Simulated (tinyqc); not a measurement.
Double-gate transistor, scale length and short-channel effects: effect of the body thickness.

A body of thickness ts between two insulators of thickness ti and two tied gates. Below threshold the potential that source and drain add obeys Laplace's equation and vanishes on the gate. Its lowest mode decays along the channel as exp(-k y); k is the smallest positive root of the matching condition at the interface, and the scale length is Lambda = pi/k.

k is the smallest positive root of f(k) = ei cos(k ti) cos(k ts/2) - eps_r sin(k ti) sin(k ts/2). Along the channel psi(y) = s + a exp(y/l) + b exp(-y/l) with psi(0) = Vbi, psi(L) = Vbi + Vds and l = 1/k = Lambda/pi; with A = Vbi - s, B = A + Vds, x = exp(-L/l): a = (B - A x) x/(1 - x^2), b = (A - B x)/(1 - x^2). The minimum is s + 2 sqrt(a b), at y = (l/2) ln(b/a). The long-channel potential follows the gate as s = sT + (Vg - VTL)/m, and the threshold VT is the gate voltage at which the minimum equals sT. Swing = m Vt ln 10/g at threshold, g = d(minimum)/ds = 1 - (b x + a)/((1 + x) sqrt(a b)). DIBL = [VT(0.05 V) - VT(Vds)]/(Vds - 0.05 V). sT and Vbi are held fixed; m = 1.

Parameters, values chosen for the exercise; permittivities: semiconductor close to that of germanium, insulator close to that of zirconium oxide: temperature T = 325 K; relative permittivity of the semiconductor eps_r = 15.7; relative permittivity of the insulator ei = 23.9; insulator thickness ti = 6.8 nm; channel length L = 52 nm; potential of the source Vbi = 0.91 V; potential of the barrier top at threshold sT = 0.47 V; drain voltage Vds = 1 V.

Constants: q = 1.602176634e-19 C, kB = 1.380649e-23 J/K, Vt = kB T/q. Results are converted to the units shown.

Effect of the body thickness:
```
ts (nm),Lambda (nm),L/Lambda,VT - VTL at Vds (mV),DIBL (mV/V),swing (mV/decade)
3.1,15.67,3.318,-8.797,3.869,65.33
3.9,16.23,3.203,-10.55,4.642,65.49
4.8,16.88,3.081,-12.82,5.646,65.71
6,17.76,2.928,-16.40,7.229,66.05
7.5,18.91,2.750,-21.85,9.647,66.56
9.4,20.43,2.545,-30.51,13.50,67.37
12,22.62,2.299,-45.83,20.36,68.80
```

What does the table show?

As ts goes from 3.1 to 12 nm, Lambda rises from 15.7 to 22.6 nm, DIBL rises from 3.87 to 20.4 mV/V and the swing rises from 65.3 to 68.8 mV a decade. On average Lambda goes as ts^(0.27). For ts = 3.1 to 3.9 nm the semiconductor is under 4 nm thick, where quantum confinement shifts the threshold.

Numbers from tinyqc (`OMP_NUM_THREADS=1 python tinyqc.py 2420018 2420019 out.jsonl`; about 0.01 s on one thread of a shared Intel Xeon 2.30GHz).
